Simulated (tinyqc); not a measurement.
# Worked calculation: threshold-voltage variability of a planar MOSFET, analytic estimates

Program tinyqc, `OMP_NUM_THREADS=1 python tinyqc.py 2090082 2090083 out.jsonl`; Intel Xeon 2.30GHz, shared host, one thread, about 0.03 s. Printed values are rounded.

Three independent sources add in quadrature: random dopants in the depleted layer, metal-gate grains of two orientations, and roughness of the two gate edges acting through the roll-off VT = VT(long) - Vr exp(-L/l). These are first-order estimates: no three-dimensional electrostatics, no percolation.

Parameters, values chosen for the exercise; material values close to those of silicon:
```
symbol,value,unit,meaning
T,300,K,temperature
Eg,1.11,eV,band gap
eps_r,11.5,,relative permittivity of the semiconductor
Nc,2.78e19,cm^-3,conduction-band density of states at T
Nv,2.66e19,cm^-3,valence-band density of states at T
Na,3.9e17,cm^-3,channel doping
ti,1.6,nm,oxide-equivalent thickness in inversion
L,32,nm,gate length
W,82,nm,gate width
G,7,nm,metal grain size
dW,0.2,eV,work-function difference of the two grain orientations
p,0.6,,share of the orientation of higher work function
De,1.7,nm,rms roughness of one gate edge
La,15,nm,correlation length of the roughness
l,8.2,nm,decay length of the threshold roll-off
Vr,2,V,prefactor of the roll-off
n,1.42,,subthreshold factor
gI,5,1/V,gm/I of a matched pair
sb,2,%,spread of the gain factor of one device
Nb,65536,,number of cells
Y,0.999,,wanted yield
```

Constants: q = 1.602176634e-19 C, kB = 1.380649e-23 J/K, Vt = kB T/q, eps0 = 8.8541878128e-14 F/cm where lengths are in cm. Results are converted to the units shown.

Range of the model: The depletion depth exceeds L, so source and drain share much of the charge and the dopant estimate is rough.

## Random dopants

ni = sqrt(Nc Nv) exp(-Eg/(2 Vt)), Eg in volts; Cox = 3.9 eps0/ti; Wd = sqrt(4 eps0 eps_r Vt ln(Na/ni)/(q Na)); dopants: s1 = (q/Cox) sqrt(Na Wd/(3 L W)). The slope A1 = s1 sqrt(L W); mean number of dopants Na L W Wd.

Cox = 2.15821 uF/cm^2
Wd = 53.8737 nm
mean number of dopants = 55.1322
A1 = 0.621265 mV um
s1 = 12.1282 mV

Counting alone, 1/sqrt(N) of the depletion voltage q Na Wd/Cox = 156 mV, would give sqrt(3) times more: dopants deep in the layer act less on the surface.

## Metal grains and edge roughness

Grains: Ng = L W/G^2 (at least 1), s2 = dW sqrt(p (1 - p)/Ng). Edges, with exponential correlation and u = W/La: the mean gate length has sL^2 = 2 De^2 (2/u)[1 - (1 - exp(-u))/u]; s3 = sL (Vr/l) exp(-L/l).

Ng = 53.5510
s2 = 13.3891 mV
sL = 1.31508 nm
dVT/dL = 4.92502 mV/nm
s3 = 6.47682 mV

## Total spread, mismatch and leakage

s = sqrt(s1^2 + s2^2 + s3^2). For a pair: s(dVT) = sqrt(2) s; current mismatch sqrt(2) sqrt((gI s)^2 + sb^2); input offset = current mismatch/gI. For a Gaussian VT the off current is log-normal with mean/median = exp(s^2/(2 (n Vt)^2)).

s = 19.1914 mV
s(dVT) = 27.1407 mV
current mismatch = 13.8620 %
input offset = 27.7240 mV
mean/median of Ioff = 1.14643

The grains give 48.7 % of the variance; without them s would be 13.7 mV.

## Iteration 1: margin in standard deviations for the wanted yield

k at the start = 2

Cells fail independently with probability Q(k) = erfc(k/sqrt(2))/2 when the margin is k standard deviations, and Y = exp(-Nb Q(k)). phi = exp(-k^2/2)/sqrt(2 pi). Newton steps on ln Q(k) = ln(-ln(Y)/Nb): k(new) = k + [ln Q - ln(-ln(Y)/Nb)] Q/phi.

Q(k) = 0.0227501
phi = 0.0539910
k after iteration 1 = 7.98952

## Iteration 2: margin in standard deviations for the wanted yield

As before.

Q(k) = 6.77317e-16
phi = 5.49375e-15
k after iteration 2 = 5.90215

## Course of the iteration: margin in standard deviations for the wanted yield

Stop when k changes by less than 1e-9, or after 30 iterations.

Course of the iteration:
```
iteration	k	|change|
1	7.98952	5.99
2	5.90215	2.09
3	5.54899	0.353
4	5.53836	0.0106
5	5.53835	9.62e-6
6	5.53835	7.88e-12
```

Converged in 6 iterations. At the end the number of correct digits about doubles with each step. With s(dVT) = 27.1 mV, 5.54 standard deviations are 150 mV.
